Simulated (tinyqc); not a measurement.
# Worked calculation: silicon n-p-n transistor, Gummel numbers and transit times

Computed by the program tinyqc: `OMP_NUM_THREADS=1 python tinyqc.py 2320160 2320161 out.jsonl`, one thread of a shared Intel Xeon 2.30GHz, about 0.01 s for the whole run. Printed values are rounded.

One-dimensional n-p-n transistor in the forward active mode at low injection. In the base p(x) = NB exp(-eta x/wb) and ni(x)^2 = ni^2 exp((g0 + g1 x/wb)/Vt); electrons leave the base at vsat; band spikes at the emitter junction and recombination inside the emitter are ignored.

Values chosen for this exercise; band and dielectric values close to those of silicon:
- T = 300 K (temperature)
- Eg = 1.12 eV (band gap)
- eps_r = 11.5 (relative permittivity)
- Nc = 2.75e19 cm^-3 (conduction-band density of states at T)
- Nv = 2.66e19 cm^-3 (valence-band density of states at T)
- vsat = 9.9e6 cm/s (saturation velocity)
- wb = 430 nm (neutral base width)
- NB = 2.4e17 cm^-3 (base doping at the emitter edge)
- eta = 0 (doping falls as exp(-eta x/wb))
- g0 = 0 eV (gap reduction at the emitter edge of the base)
- g1 = 0 eV (further gap reduction across the base (linear))
- Dn = 4.2 cm^2/s (electron diffusion coefficient in the base)
- NE = 2.8e20 cm^-3 (emitter doping)
- gE = 0.074 eV (gap reduction in the emitter (negative: wider gap))
- we = 93 nm (neutral emitter width)
- Dp = 1.6 cm^2/s (hole diffusion coefficient in the emitter)
- Se = 2e6 cm/s (recombination velocity at the emitter contact)
- tb = 7e-7 s (electron lifetime in the base)
- NC = 6.3e15 cm^-3 (collector doping)
- VCB = 0.2 V (collector-base reverse bias)

Constants: q = 1.602176634e-19 C, kB = 1.380649e-23 J/K, Vt = kB T/q, eps0 = 8.8541878128e-14 F/cm where lengths are in cm. Results are converted to the units shown.

Range of the model: Heavy doping makes emitter or base degenerate; gE and g0 are to be read as apparent gap changes that include this.

## Base Gummel number and transit time

f(x) = p(x) ni^2/ni(x)^2; I(x) = integral from x to wb of f/Dn, plus f(wb)/vsat; base Gummel number GB = I(0); electron density per unit flux n/(J/q) = I/f; base transit time tauB = integral of I/f over the base. Trapezoid rule on 9 equal steps.

| point | x (nm) | f (cm^-3) | I (s/cm^4) | I/f (s/cm) |
|---|---|---|---|---|
| 0 | 0.000 | 2.4e17 | 2.48139e12 | 1.03391e-5 |
| 1 | 47.778 | 2.4e17 | 2.20837e12 | 9.20154e-6 |
| 2 | 95.556 | 2.4e17 | 1.93535e12 | 8.06397e-6 |
| 3 | 143.333 | 2.4e17 | 1.66234e12 | 6.92641e-6 |
| 4 | 191.111 | 2.4e17 | 1.38932e12 | 5.78884e-6 |
| 5 | 238.889 | 2.4e17 | 1.11631e12 | 4.65127e-6 |
| 6 | 286.667 | 2.4e17 | 8.43290e11 | 3.51371e-6 |
| 7 | 334.444 | 2.4e17 | 5.70274e11 | 2.37614e-6 |
| 8 | 382.222 | 2.4e17 | 2.97258e11 | 1.23858e-6 |
| 9 | 430.000 | 2.4e17 | 2.42424e10 | 1.01010e-7 |

GB = 2.48139e12 s/cm^4
tauB = 224.462 ps

With 4000 steps GB = 2.481e12 s/cm^4 and tauB = 224.5 ps. A uniform base would give wb^2/(2 Dn) + wb/vsat = 224 ps.

## Gain, Early voltage and collector delay

ni = sqrt(Nc Nv) exp(-Eg/(2 Vt)), Eg in volts; GE = NE exp(-gE/Vt)(we/Dp + 1/Se); JC = J0 exp(VBE/Vt), J0 = q ni^2/GB; gain limited by back injection GE/GB, by base recombination tb/tauB, together 1/beta = the sum of the inverses; collector layer one-sided, Wc = sqrt(2 eps0 eps_r (Vbc + VCB)/(q NC)), Vbc = Vt ln(p(wb) NC/ni^2), Cjc = eps0 eps_r/Wc; Early voltage VA = GB q p(wb)/(f(wb) Cjc [1/Dn - (eta + g1/Vt)/(wb vsat)]), f(wb) = p(wb) exp(-(g0 + g1)/Vt), p(wb) = NB exp(-eta); tauC = Wc/(2 vsat).

ni = 1.05809e10 cm^-3
GE = 1.00975e14 s/cm^4
J0 = 7.22867e-12 A/cm^2
GE/GB = 40.6930
tb/tauB = 3118.56
beta = 40.1689
Wc = 445.023 nm
Cjc = 0.228804 fF/um^2
VA = 72.9777 V
tauC = 2.24759 ps

The gain is limited more by back injection into the emitter. beta VA = 2930 V.
